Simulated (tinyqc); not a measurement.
Chemical vapour deposition: Grove model, boundary layer, depletion and step coverage. Inputs raised by 10 %, one at a time. Computed by tinyqc, a small Python program. Command: `OMP_NUM_THREADS=1 python tinyqc.py 3018084 3018085 out.jsonl cvd sens`. One thread of a shared host (Intel(R) Xeon(R) Processor @ 2.30GHz), about 0.07 s of CPU time with the checks.

A precursor diffuses to the surface and reacts there at first order; each molecule that reacts adds one formula unit of film.

Inputs (values chosen for the exercise, close to those used for polysilicon from silane): prefactor k0 of k_s = 1e+10 cm/s; activation energy E = 1.64 eV; temperature T = 660 C; total pressure p = 760 torr; mole fraction of the precursor Y = 0.0039; gas diffusivity D0 at 273.15 K and 760 torr = 0.57 cm^2/s; film density N = 5e+22 formula units/cm^3; precursor mass M = 32 u; trench width w = 0.32 um; aspect ratio of the trench = 68; gas velocity U = 32 cm/s; kinematic viscosity nu0 at 273.15 K and 760 torr = 0.6 cm^2/s; susceptor length L = 21 cm; channel height b = 5.1 cm.

Reactor: horizontal, atmospheric.

Constants: k_B = 1.380649e-23 J/K; u = 1.6605390666e-27 kg; k_B = 8.617333262e-05 eV/K.

Method:
- k_s = k0 exp(-E/(k_B T)); C_g = Y p/(k_B T), 1 torr = 133.322 Pa; D = D0 (T/273.15)^1.75 (760/p).
- Temperatures in kelvin are T(C) + 273.15.
- Mean speed c = sqrt(8 k_B T/(pi M)); reactive sticking probability beta = 4 k_s/c.
- nu = nu0 (T/273.15)^1.75 (760/p); Re = U L/nu; mean boundary layer delta = (2/3) L/sqrt(Re), at most b/2; h_g = D/delta.
- Fluxes in series: C_s = C_g/(1 + k_s/h_g); growth rate G = k_s h_g/(k_s + h_g) C_g/N; 1 cm/s = 6e8 nm/min.
- Plug flow: U b dC/dx = -k_eff C with k_eff = k_s h_g/(k_s + h_g), so C falls as exp(-k_eff x/(U b)); the used share of the precursor is 1 - C(L)/C(0).
- In a long trench of width w and depth l = aspect ratio x w: Knudsen diffusivity D_K = (2w) c/3 (hydraulic diameter 2w), combined as 1/D_e = 1/D_K + 1/D; D_e d2C/dz2 = 2 k_s C/w with D_e dC/dz = -k_s C at the floor. With m = sqrt(2 k_s/(w D_e)): C(floor)/C(top) = 1/[cosh(m l) + (k_s/(D_e m)) sinh(m l)].

Runs; columns: (1) input moved; (2) from; (3) to; (4) growth rate G at the inlet (nm/min); (5) rate at the outlet over rate at the inlet; (6) modulus m l; (7) ratio k_s/h_g:
```
(1)                                  (2)      (3)   (4)     (5)    (6)    (7)
base run                               -        -  1141  0.6710  1.814  3.479
prefactor k0 of k_s (cm/s)         1e+10  1.1e+10  1165  0.6655  1.903  3.827
activation energy E (eV)            1.64    1.804   458  0.8521  0.654  0.453
total pressure p (torr)              760      836  1210  0.6808  1.837  3.649
mole fraction of the precursor Y  0.0039  0.00429  1255  0.6710  1.814  3.479
gas velocity U (cm/s)                 32     35.2  1184  0.6864  1.814  3.317
trench width w (um)                 0.32    0.352  1141  0.6710  1.837  3.479
susceptor length L (cm)               21     23.1  1100  0.6552  1.814  3.649
```

Exponents ln(y'/y) / ln(x'/x):
```
input                             growth rate G at the inlet  rate at the outlet over rate at the inlet  modulus m l  ratio k_s/h_g
prefactor k0 of k_s                                    0.215                                     -0.087        0.500          1.000
activation energy E                                   -9.584                                      2.507      -10.699        -21.398
total pressure p                                       0.610                                      0.153        0.132          0.500
mole fraction of the precursor Y                       1.000                                      0.000        0.000          0.000
gas velocity U                                         0.386                                      0.238        0.000         -0.500
trench width w                                         0.000                                      0.000        0.132          0.000
susceptor length L                                    -0.390                                     -0.250        0.000          0.500
```

Which inputs matter most for each result?

Among the inputs moved here: growth rate G at the inlet answers most in size to activation energy E (exponent -9.584), next to mole fraction of the precursor Y (+1.000); its exponent is below 0.0005 for trench width w. Its exponent +1.000 in mole fraction of the precursor Y: first-order kinetics. Rate at the outlet over rate at the inlet answers most in size to activation energy E (exponent +2.507), next to susceptor length L (-0.250); its exponent is below 0.0005 for mole fraction of the precursor Y, trench width w. Modulus m l answers most in size to activation energy E (exponent -10.699), next to prefactor k0 of k_s (+0.500); its exponent is below 0.0005 for mole fraction of the precursor Y, gas velocity U, susceptor length L. ratio k_s/h_g answers most in size to activation energy E (exponent -21.398), next to prefactor k0 of k_s (+1.000); its exponent is below 0.0005 for mole fraction of the precursor Y, trench width w.

Caution (all rows): the hydraulic-diameter form of D_K is rough for a slit.
